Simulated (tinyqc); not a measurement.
Trench capacitor in an array: capacitance, non-linearity, leakage and relaxation: one step of the calculation.

A film between two metal electrodes, each interface adding a series capacitance ci. The small-signal permittivity is ek (1 + aq E^2); the field is found with the linear permittivity. Leakage J = J0 sinh(E/Ef). After a voltage step the film passes a relaxation current kr C V tt^(-nr), tt being the time in seconds. The sidewall is a coaxial capacitor with radii a = dm/2 - t and b = dm/2, depth AR dm; the end face is left out.

Problem. Planar capacitance, field and non-linearity. Planar film: Cf = eps0 ek/t, 1/C = 1/Cf + 2/ci, EOT = 3.9 eps0/C, effective permittivity C t/eps0, E = (V/t) C/Cf; quadratic coefficient [C(V)/C - 1]/V^2 with Cf (1 + aq E^2) in C(V).

Values chosen for this exercise; permittivity of the order of that of hafnium oxide:
- ek = 19.2 (relative permittivity of the film)
- t = 6.1 nm (film thickness)
- ci = 53 uF/cm^2 (capacitance of each electrode interface (dead layer and screening))
- aq = 0.0042 cm^2/MV^2 (quadratic field coefficient of the permittivity)
- V = 2 V (bias)
- J0 = 3.3e-11 A/cm^2 (leakage prefactor)
- Ef = 0.31 MV/cm (field for an e-fold rise of the leakage)

Constants: eps0 = 8.8541878128e-14 F/cm where lengths are in cm. Results are converted to the units shown.

Find: Cf; C; EOT; effective permittivity; E; quadratic coefficient; J.

Solution.

Cf = 2.7869 uF/cm^2
C = 2.5217 uF/cm^2
EOT = 1.3694 nm
effective permittivity = 17.373
E = 2.9667 MV/cm
quadratic coefficient = 8332.6 ppm/V^2
J = 2.3641e-7 A/cm^2

The interfaces take 9.52 % of the voltage.

Program tinyqc, `OMP_NUM_THREADS=1 python tinyqc.py 2102145 2102146 out.jsonl`; Intel Xeon 2.30GHz, shared host, one thread, about 0.01 s.
